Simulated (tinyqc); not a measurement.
# A chain with a side-coupled site and dephasing by Buettiker voltage probes: effect of the dephasing strength

Sites 1 to 4 form a chain with hopping -t, and site 5 hangs on site 3 by -ts. Lead L joins site 1 and lead R site 4, both semi-infinite chains with hopping -t and site energy 0. Every site carries a probe with self-energy -i Gamma_p/2 that draws no net current. Linear response at zero temperature: mu_L = 1, mu_R = 0 in units of the bias.

Sigma = t^2 g(E), g(x) = (x - i sqrt(4 t^2 - x^2))/(2 t^2) for |x| < 2 t and (x - sign(x) sqrt(x^2 - 4 t^2))/(2 t^2) otherwise; Gamma = -2 Im Sigma; G = (E - H - Sigma_L - Sigma_R + i Gamma_p/2)^(-1). With Gamma the broadening by one lead, T_RL = Gamma^2 |G_(4,1)|^2, T_pL = Gamma Gamma_p |G_(p,1)|^2, T_pR = Gamma Gamma_p |G_(p,4)|^2, T_pq = Gamma_p^2 |G_(p,q)|^2 for p != q. No current into probe p: W mu = T_pL with W_pp = T_pL + T_pR + sum_q T_pq and W_pq = -T_pq. Then T_eff = T_RL + sum_p T_pR mu_p, and the resistance is (h/2q^2)/T_eff. Without probes means Gamma_p = 0.

Inputs (values chosen for the exercise): hopping (matrix element -t) t = 1 eV; site energies 1 to N U = [0, 0, 0, 0, -0.45] eV; Fermi energy E = 1.47 eV; hopping from site 3 to the side site 5 ts = 0.96 eV.

Constants: q = 1.602176634e-19 C, h = 6.62607015e-34 J s. Results are converted to the units shown.

Results:

| gp (eV) | T_RL | through probes | T_eff | resistance (kohm) |
|---|---|---|---|---|
| 0.011 | 0.8636 | 0.01349 | 0.8771 | 14.72 |
| 0.021 | 0.8414 | 0.02548 | 0.8668 | 14.89 |
| 0.075 | 0.7304 | 0.08539 | 0.8158 | 15.82 |
| 0.14 | 0.6154 | 0.1466 | 0.7620 | 16.94 |
| 0.27 | 0.4366 | 0.2359 | 0.6725 | 19.19 |
| 0.51 | 0.2337 | 0.3144 | 0.5482 | 23.54 |
| 0.98 | 0.07427 | 0.3180 | 0.3923 | 32.90 |
| 1.9 | 0.01103 | 0.2296 | 0.2406 | 53.64 |
| 3.5 | 8.648e-4 | 0.1340 | 0.1349 | 95.69 |

Estimate the missing row, gp = 0.039 eV.

Computed row:

| gp (eV) | T_RL | through probes | T_eff | resistance (kohm) |
|---|---|---|---|---|
| 0.039 | 0.8027 | 0.04636 | 0.8491 | 15.20 |

With this row back in the table: Without probes the transmission is 0.889. T_eff falls from 0.877 to 0.135; the direct part falls from 0.864 to 8.65e-4 and the part through probes goes from 0.0135 through a maximum of 0.318 (at gp = 0.98 eV among the rows listed) to 0.134. At this energy dephasing lowers T_eff from the start: the probes give back less than the direct part loses.

Program tinyqc, `OMP_NUM_THREADS=1 python tinyqc.py 2700042 2700043 out.jsonl`; Intel Xeon 2.30GHz, shared host, one thread, about 0.01 s.
